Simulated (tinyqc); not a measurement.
# Fully depleted semiconductor-on-insulator film with two gates, non-linear Poisson equation by Newton steps: what changes with what

One dimension across the film, front interface at x = 0, back interface at x = ts. psi is counted from the intrinsic level, n = ni exp(psi/Vt) (source grounded), holes neglected, acceptors ionised. Gates act through Cox = eps0 eox/tox and Cbox = 3.9 eps0/tb with potentials G1 = Vg - (phiM - chi - Vt ln(Nc/ni)) and G2 = Vb - (phiB - chi - Vt ln(Nc/ni)). Classical Boltzmann densities, no interface charge, no depletion in the back plane.

Inputs (values chosen for the exercise); band and dielectric values close to those of silicon:
```
symbol    value   unit                                                                 meaning
T           350      K                                                             temperature
Eg         1.14     eV                                                                band gap
eps_r      11.7                                                          relative permittivity
Nc      3.49e19  cm^-3                                  conduction-band density of states at T
Nv      3.36e19  cm^-3                                     valence-band density of states at T
chi        4.06     eV                                                       electron affinity
eox         3.9         relative permittivity of the gate insulator (close to silicon dioxide)
tox         3.3     nm                                                     insulator thickness
ts          5.8     nm                                                          film thickness
tb           39     nm                                      buried-oxide thickness (eps_r 3.9)
Na         1e15  cm^-3                                            acceptor density of the film
phiM       4.46     eV                                         work function of the front gate
phiB       5.11     eV                                         work function of the back plane
Vb         -1.3      V                                                       back-gate voltage
```

Constants: q = 1.602176634e-19 C, kB = 1.380649e-23 J/K, Vt = kB T/q, eps0 = 8.8541878128e-14 F/cm where lengths are in cm. Results are converted to the units shown.

Each table varies one quantity; the others keep the values above.

## Charge against front-gate voltage

ni = sqrt(Nc Nv) exp(-Eg/(2 Vt)), Eg in volts. The Poisson equation eps0 eps_r d2psi/dx2 = q (n + Na), with -eps0 eps_r dpsi/dx = Cox (G1 - psi) at x = 0 and eps0 eps_r dpsi/dx = Cbox (G2 - psi) at x = ts, is solved on 300 equal intervals with half boxes at both ends; N_inv is the trapezoid sum of n. Swing = ln 10/(d ln N_inv/dVg); the last column is (dN_inv/dVb)/(dN_inv/dVg).

Result of one run:

| Vg (V) | psi front (V) | psi back (V) | N_inv (cm^-2) | centroid/ts | swing (mV/decade) | q dN_inv/dVg over Cox | back/front leverage |
|---|---|---|---|---|---|---|---|
| 1.27 | 0.594 | 0.426 | 4.31e12 | 0.150 | 1.64e3 | 0.929 | 0.0866 |

What becomes of these results when the front-gate voltage Vg is changed from 1.27 to 0.82 V, all else the same?

Result of the changed run:

| Vg (V) | psi front (V) | psi back (V) | N_inv (cm^-2) | centroid/ts | swing (mV/decade) | q dN_inv/dVg over Cox | back/front leverage |
|---|---|---|---|---|---|---|---|
| 0.82 | 0.550 | 0.412 | 1.67e12 | 0.195 | 688 | 0.853 | 0.0893 |

The whole series:

| Vg (V) | psi front (V) | psi back (V) | N_inv (cm^-2) | centroid/ts | swing (mV/decade) | q dN_inv/dVg over Cox | back/front leverage |
|---|---|---|---|---|---|---|---|
| 0.07 | 0.0898 | 0.00148 | 7.81e5 | 0.285 | 76.1 | 3.62e-6 | 0.0954 |
| 0.22 | 0.229 | 0.134 | 7.33e7 | 0.273 | 76.1 | 3.40e-4 | 0.0947 |
| 0.37 | 0.366 | 0.265 | 6.67e9 | 0.261 | 78.5 | 0.0300 | 0.0941 |
| 0.52 | 0.476 | 0.364 | 2.19e11 | 0.244 | 158 | 0.488 | 0.0929 |
| 0.67 | 0.524 | 0.399 | 8.65e11 | 0.218 | 397 | 0.768 | 0.0909 |
| 0.82 | 0.550 | 0.412 | 1.67e12 | 0.195 | 688 | 0.853 | 0.0893 |
| 0.97 | 0.568 | 0.419 | 2.52e12 | 0.177 | 997 | 0.892 | 0.0881 |
| 1.12 | 0.582 | 0.423 | 3.41e12 | 0.162 | 1.31e3 | 0.915 | 0.0873 |
| 1.27 | 0.594 | 0.426 | 4.31e12 | 0.150 | 1.64e3 | 0.929 | 0.0866 |

N_inv passes 1e11 cm^-2 at Vg = 0.475 V. The swing starts at 76.1 mV a decade, against (1 + k) Vt ln 10 = 75.0 for a front channel with k = Cs Cbox/(Cox (Cs + Cbox)) = 0.0806, Cs = eps0 eps_r/ts; above threshold this column is no longer a subthreshold swing. The centroid falls from 0.285 to 0.150 of ts and the leverage of the back gate falls from 0.0954 to 0.0866. For Vg = 0.82, 0.97, 1.12, 1.27 the density at an interface exceeds 0.3 Nc, where Boltzmann statistics fail. In every row the classical centroid lies within 3 nm of an interface, where confinement, left out, would push it away.

## Threshold and coupling against the acceptor density of the film

VT is the Vg for N_inv = 1e11 cm^-2; -dVT/dVb from the linearised equation. Limits with Cs = eps0 eps_r/ts: front channel Cs Cbox/(Cox (Cs + Cbox)), back channel Cbox (Cox + Cs)/(Cox Cs). Swing at N_inv = 1e8 cm^-2.

The same in every row: front-channel limit = 0.0806; back-channel limit = 0.134.

Threshold and coupling against the acceptor density of the film:

| Na (cm^-3) | VT (V) | centroid/ts at VT | -dVT/dVb | swing (mV/decade) |
|---|---|---|---|---|
| 1e15 | 0.475 | 0.251 | 0.0934 | 76.1 |
| 3e15 | 0.475 | 0.250 | 0.0934 | 76.1 |
| 9e15 | 0.475 | 0.250 | 0.0934 | 76.1 |
| 3e16 | 0.477 | 0.249 | 0.0933 | 76.1 |
| 8e16 | 0.482 | 0.247 | 0.0932 | 76.0 |
| 2e17 | 0.494 | 0.241 | 0.0929 | 76.0 |
| 7e17 | 0.542 | 0.217 | 0.0917 | 75.9 |
| 2e18 | 0.666 | 0.167 | 0.0891 | 75.7 |

As Na goes from 1e15 to 2e18, VT rises from 0.475 to 0.666 V, the centroid falls from 0.251 to 0.167 of ts and -dVT/dVb falls from 0.0934 to 0.0891. The coupling covers 23.8 % of the way from the front-channel to the back-channel limit in the first row and 15.9 % in the last.

Range of the model: In so thin a film or at such density quantum confinement moves the charge away from the interfaces and raises the threshold.

Computed by the program tinyqc: `OMP_NUM_THREADS=1 python tinyqc.py 2190029 2190030 out.jsonl`, one thread of a shared Intel Xeon 2.30GHz, about 0.3 s for the whole run.
